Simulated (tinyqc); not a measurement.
MESFET, gradual channel with velocity saturation: two steps of the calculation.

A uniformly doped n-type channel, depleted from the top by a Schottky gate; at channel potential V the depleted share of a is u = sqrt((Vbi - Vg + V)/Vp), s at the source. Electrons drift with v = mu E/(1 + mu E/vsat). Abrupt depletion edge, no series resistance, source at 0.

Inputs (values chosen for the exercise); material values close to those of gallium arsenide:

| symbol | value | unit | meaning |
|---|---|---|---|
| T | 300 | K | temperature |
| eps_r | 13.1 |  | relative permittivity of the semiconductor |
| Nc | 4.37e17 | cm^-3 | conduction-band density of states at T |
| Nd | 1e17 | cm^-3 | donor density of the channel |
| a | 240 | nm | channel thickness |
| mu | 4600 | cm^2/(V s) | low-field mobility at this doping |
| vsat | 9.8e6 | cm/s | saturation velocity |
| L | 0.5 | um | gate length |
| W | 100 | um | gate width |
| phiB | 0.7 | V | Schottky barrier |
| Vg | 0 | V | gate voltage |

Constants: q = 1.602176634e-19 C, kB = 1.380649e-23 J/K, Vt = kB T/q, eps0 = 8.8541878128e-14 F/cm where lengths are in cm. Results are converted to the units shown.

Task 1. Built-in and pinch-off voltages. Vbi = phiB - Vt ln(Nc/Nd); Vp = q Nd a^2/(2 eps0 eps_r); G0 = q mu Nd a W/L; Z = mu Vp/(vsat L); s = sqrt((Vbi - Vg)/Vp). VT = Vbi - Vp.

Wanted: Vbi; Vp; VT; G0; Z; s.

Result 1.

Vbi = 0.66187 V
Vp = 3.9782 V
VT = -3.3163 V
G0 = 353.76 mS
Z = 37.346
s = 0.40789

Z = 37.3: velocity saturation dominates.

Task 2. The saturation point by Newton steps. a is the channel (half-)thickness, Vp its pinch-off voltage and Z = mu Vp/(vsat L); an iterate with u > 1 is an overshoot, not a physical state. f = (1 - u)(1 + Z (u^2 - s^2)) - Z F/3, F = 3 (u^2 - s^2) - 2 (u^3 - s^3); f' = -(1 + Z (u^2 - s^2)); u(new) = u - f/f'.

u at the start = 1
Z = 37.346044
s = 0.40789311

Give: f; f'; u after iteration 1.

Result 2.

f = -7.9248
f' = -32.133
u after iteration 1 = 0.75337

Program tinyqc, `OMP_NUM_THREADS=1 python tinyqc.py 2500046 2500047 out.jsonl`; Intel Xeon 2.30GHz, shared host, one thread, about 0.05 s.
